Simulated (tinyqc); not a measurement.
Propagation of a band-gap error through k.p and effective-mass formulas: sweeps and comparisons. A value that a table varies takes the place of the one given here.

Chain, for a gap E (the reference Eg or another value), with Ep and Dso kept: 1/me = 1 + Ep (E + 2 Dso/3)/(E (E + Dso)); g* = 2 - 2 Ep Dso/(3 E (E + Dso)); g1(E) = g1 + (Ep/3)(1/E - 1/Eg), g2(E) = g2 + (Ep/6)(1/E - 1/Eg), light hole 1/(g1 + 2 g2), heavy hole 1/(g1 - 2 g2) along [100]; optical constant ei(E) = 1 + (ei - 1)(EP/(EP + E - Eg))^2, static e0(E) = ei(E) + e0 - ei.

Donor: R = Ry me/e0^2, a_B = a0 e0/me, Mott density (0.26/a_B)^3. Nc, Nv = 2 (m kT/(4 pi c))^(3/2), c = hbar^2/2m0, ni = sqrt(Nc Nv) exp(-E/2kT). Exciton: Ry mu/e0^2 with 1/mu = 1/me + g1(E). 1 angstrom^-3 = 1e24 cm^-3.

Constants: Ry = 13.60569312 eV; a0 (Bohr radius) = 0.5291772105 angstrom; kB = 8.617333262e-05 eV/K; hbar^2/2m0 = 3.80998211 eV angstrom^2.

Inputs chosen for the exercise (reference values near those of GaAs, gap at low temperature; the results hold for these values, not for the real material):
```
symbol  value  unit  meaning
Eg      1.538  eV    gap at Gamma to the s-like level
Dso     0.346  eV    spin-orbit splitting
Ep      25.6   eV    Kane energy
g1      7.01         Luttinger gamma1
g2      2.07         gamma2
e0      13.15        static dielectric constant
ei      11.05        optical dielectric constant
EP      5.32   eV    mean (Penn) gap
mh      0.43   m0    density-of-states mass of the holes
T       400    K     temperature
Eg2     3.814  eV    a wrong gap, of the size a hybrid with far too much exact exchange can give
```

## The size of the error

E = f Eg; ratios against f = 1.

Results:
```
f,E (eV),me ratio,light-hole ratio,e0 ratio,donor ratio,Mott ratio,g*,log10 ni ratio
0.25,0.385,0.291,0.251,1.482,0.133,0.00760,-19.024,6.87
0.40,0.615,0.442,0.401,1.354,0.241,0.0347,-7.986,5.55
0.60,0.923,0.634,0.601,1.213,0.431,0.143,-3.043,3.73
0.80,1.230,0.820,0.801,1.097,0.682,0.418,-1.044,1.87
1.00,1.538,1.000,1.000,1.000,1.000,1.00,-0.038,0.00
1.20,1.846,1.176,1.199,0.919,1.393,2.10,0.540,-1.89
1.50,2.307,1.432,1.496,0.819,2.133,5.34,1.035,-4.73
2.00,3.076,1.839,1.990,0.696,3.800,18.5,1.439,-9.49
```

What can be read from the table?

Between f = 0.8 and 1.2 the mean powers d ln(ratio)/d ln f are 0.89 for me, 1.00 for the light hole, -0.44 for e0, 1.76 for the donor energy and 3.98 for the Mott density; ni moves by -0.61 decades per 0.1 eV, against -0.1 eV/(2 kT ln 10) = -0.63 from the exponential alone, the rest coming from Nc through me^(3/4). g* changes sign between f = 1.00 and 1.20; the place of this zero hangs on remote bands, which are left out.

## What each input does

All at E = Eg2. Each row changes one parameter from the base and keeps the others.

Results:
```
case,me (m0),light hole (m0),e0,donor (meV),exciton (meV),log10 ni
base,0.1329,0.2208,8.03,28.039,18.799,-5.372
Eg2 = 3.509 eV,0.1238,0.2034,8.45,23.587,15.915,-3.474
Dso = 0.374 eV,0.1331,0.2208,8.03,28.090,18.822,-5.372
Ep = 27.648 eV,0.1243,0.2501,8.03,26.220,18.378,-5.394
g1 = 7.571,0.1329,0.1965,8.03,28.039,17.904,-5.372
EP = 4.894 eV,0.1329,0.2208,7.78,29.850,20.013,-5.372
ei = 11.934,0.1329,0.2208,7.58,31.470,21.100,-5.372
mh = 0.396 m0,0.1329,0.2208,8.03,28.039,18.799,-5.399
T = 368 K,0.1329,0.2208,8.03,28.039,18.799,-7.516
```

What can be read from the table?

The largest shifts from the base row, up to three for each result and ties (the steps differ in size, so this ranks the rows, not the parameters). me (m0): Eg2 -0.0091, Ep -0.0086, Dso +0.0002; unchanged at the printed digits by g1, EP, ei, mh and T. light hole (m0): Ep +0.0293, g1 -0.0243, Eg2 -0.0175; unchanged at the printed digits by Dso, EP, ei, mh and T. e0: ei -0.45, Eg2 +0.42, EP -0.25; unchanged at the printed digits by Dso, Ep, g1, mh and T. donor (meV): Eg2 -4.452, ei +3.431, Ep -1.819; unchanged at the printed digits by g1, mh and T. exciton (meV): Eg2 -2.884, ei +2.301, EP +1.214; unchanged at the printed digits by mh and T. log10 ni: T -2.144, Eg2 +1.898, mh -0.027; unchanged at the printed digits by Dso, g1, EP and ei.

tinyqc: `OMP_NUM_THREADS=1 python tinyqc.py 1850110 1850111 out.jsonl`; about 0.01 s, one thread, shared Intel(R) Xeon(R) Processor @ 2.30GHz.
